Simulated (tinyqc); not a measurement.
Inside a calculation: Stoner model of a band ferromagnet. Values are carried at full precision from step to step, so a last printed digit may differ when a step is redone from the rounded ones.

Density of states per atom and spin: two humps, D(e) = (M/W) [1 - sp cos(4 pi e/W)]. Levels e -/+ I m/2 for up and down spin, m = n_up - n_down, n_up + n_down = nd. At zero temperature e(N) is the energy below which N states lie, and E(m) = sum over spins of integral e D de - I m^2/4.

Parameters, chosen for this exercise: W = 4.5 eV (band width, e from -W/2 to W/2); M = 5 (states per atom and spin); nd = 7.4 (electrons per atom); sp = 0.24 (shape parameter); I = 0.86 eV (Stoner parameter).

## The paramagnetic state and the Stoner criterion

Find EF from nd/2 states per spin, D(EF) and the product I D(EF); below 1 the susceptibility is enhanced by 1/(1 - I D).

EF = 1.0887 eV
D(EF) = 1.3764 1/eV
I D(EF) = 1.1837

The paramagnet is unstable.

## Energy against moment

Tabulate the splitting that the band needs, e(n_up) - e(n_down), against I m, and E(m) - E(0), at nine moments up to saturation m_max = min(nd, 2M - nd).

Energy curve:
```
m      e(n_up) (eV)  e(n_down) (eV)  difference (eV)  I m (eV)  E - E(0) (meV)
0.000        1.0887          1.0887           0.0000    0.0000             0.0
0.325        1.2068          0.9698           0.2370    0.2795            -3.5
0.650        1.3266          0.8476           0.4790    0.5590           -13.6
0.975        1.4509          0.7191           0.7318    0.8385           -28.9
1.300        1.5827          0.5808           1.0019    1.1180           -47.3
1.625        1.7258          0.4288           1.2970    1.3975           -65.3
1.950        1.8842          0.2595           1.6247    1.6770           -78.2
2.275        2.0603          0.0738           1.9865    1.9565           -80.4
2.600        2.2500         -0.1178           2.3678    2.2360           -67.3
```

dE/dm is half of (difference - I m), so E falls wherever I m exceeds the difference.

## The ground state

Take the lowest of E(0), the stationary points e(n_up) - e(n_down) = I m, and saturation.

m = 2.169 muB
exchange splitting I m = 1.866 eV
E - E(0) = -81.2 meV

n_up, n_down: [4.785, 2.615]

Both spin bands cross the Fermi level (a weak ferromagnet).

## Checks

- States in the band over M against 1: both 1.000000.

Program tinyqc; command `OMP_NUM_THREADS=1 python tinyqc.py 1682133 1682134 out.jsonl`; about 0.4 s on one thread of a shared Intel(R) Xeon(R) Processor @ 2.30GHz.
